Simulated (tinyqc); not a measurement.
A particle near a wafer in liquid: double-layer and van der Waals forces (DLVO), deposition barrier and removal: one step, computed by the program tinyqc.

Sphere and flat wall, Derjaguin approximation, constant potentials in the linear-superposition form, no retardation and no hydration force.

Question. The curve. U(h) = Z R exp(-kappa h) - A R/(6 h); F(h) = -dU/dh = kappa Z R exp(-kappa h) - A R/(6 h^2), positive for repulsion.

Inputs (values chosen for the exercise, of the order of those for silica on silica in water): particle radius R = 42 nm; Hamaker constant A = 5.3e-21 J; temperature T = 323 K.

kappa = 0.1758327 1/nm

Z = 7.435246 pN

Constants: k_B = 1.380649e-23 J/K.

Give: the table «Against the gap» with the columns kappa h, U (k_B T), F (pN), for h (nm) = 0.4, 0.6, 1.0, 1.5, 2.5, 4.0, 7.0, 12.0, 20.0, 40.0.

Answer.

Against the gap:

| h (nm) | kappa h | U (k_B T) | F (pN) |
|---|---|---|---|
| 0.4 | 0.070 | 4.447e+01 | -1.807e+02 |
| 0.6 | 0.105 | 4.915e+01 | -5.364e+01 |
| 1.0 | 0.176 | 5.042e+01 | 8.955e+00 |
| 1.5 | 0.264 | 4.825e+01 | 2.569e+01 |
| 2.5 | 0.440 | 4.179e+01 | 2.944e+01 |
| 4.0 | 0.703 | 3.258e+01 | 2.486e+01 |
| 7.0 | 1.231 | 1.926e+01 | 1.528e+01 |
| 12.0 | 2.110 | 7.797e+00 | 6.399e+00 |
| 20.0 | 3.517 | 1.664e+00 | 1.538e+00 |
| 40.0 | 7.033 | -1.462e-01 | 2.524e-02 |

Caution: in rows where h is not small against R, A R/(6 h) overstates the van der Waals term. Caution: in rows with kappa h below 1 linear superposition is only rough.
